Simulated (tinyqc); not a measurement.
CMOS latch-up, two-transistor model: one step of the calculation.

A parasitic pnp (emitter at Vdd, base shunted by Rw) and npn (emitter at ground, base shunted by Rs) feed each other: the npn collector current flows out of the pnp base node, the pnp collector current into the npn base node. Forward-active transistors with constant gains: Icn = Isn exp(Vn/Vt), Icp = Isp (exp(Vp/Vt) - 1). A current Ii is injected into the npn base node.

Question. The off branch. Node equations: Vp/Rw + Icp/bp = Icn and Vn/Rs + Icn/bn = Icp + Ii. Loop gain G = gn gp/[(1/Rw + gp/bp)(1/Rs + gn/bn)], gn = Icn/Vt, gp = (Icp + Isp)/Vt; the off state ends where G = 1, and Ii there is the trigger current. For each Vn: Icn, then Vp from the first equation, then Ii from the second.

Parameters, values chosen for the exercise; values close to those of bulk CMOS: temperature T = 250 K; current gain of the npn bn = 20.6; current gain of the pnp bp = 2.4; saturation current of the npn at T Isn = 2.9e-19 A; saturation current of the pnp at T Isp = 7.5e-20 A; substrate resistance shunting the npn Rs = 72 ohm; well resistance shunting the pnp Rw = 1600 ohm; current injected into the substrate Ii = 6.41 mA.

Constants: q = 1.602176634e-19 C, kB = 1.380649e-23 J/K, Vt = kB T/q. Results are converted to the units shown.

Vn, point 0 to 7 (V): [0.553, 0.633, 0.683, 0.713, 0.733, 0.753, 0.768, 0.783]

Find: Icn; Vp; Icp; Ii; G.

Answer.

Icn, point 0 to 7 (mA): [4.077e-5, 0.001672, 0.01702, 0.06852, 0.1734, 0.4387, 0.8802, 1.766]
Vp, point 0 to 7 (V): [6.524e-5, 0.002674, 0.02724, 0.1096, 0.2774, 0.6965, 0.7980, 0.8236]
Icp, point 0 to 7 (mA): [2.275e-19, 9.913e-18, 1.906e-16, 1.209e-14, 2.936e-11, 0.008238, 0.9156, 3.003]
Ii, point 0 to 7 (mA): [7.681, 8.792, 9.487, 9.906, 10.19, 10.47, 9.794, 7.958]
G, point 0 to 7: [7.614e-19, 3.522e-17, 1.119e-15, 2.047e-13, 1.229e-9, 0.6674, 5.967, 10.89]

Ii peaks at 10.47 mA, at Vn = 0.7534 V where G = 1; beyond it the loop feeds itself.

Program tinyqc, `OMP_NUM_THREADS=1 python tinyqc.py 2670139 2670140 out.jsonl`; Intel Xeon 2.30GHz, shared host, one thread, about 0.07 s.
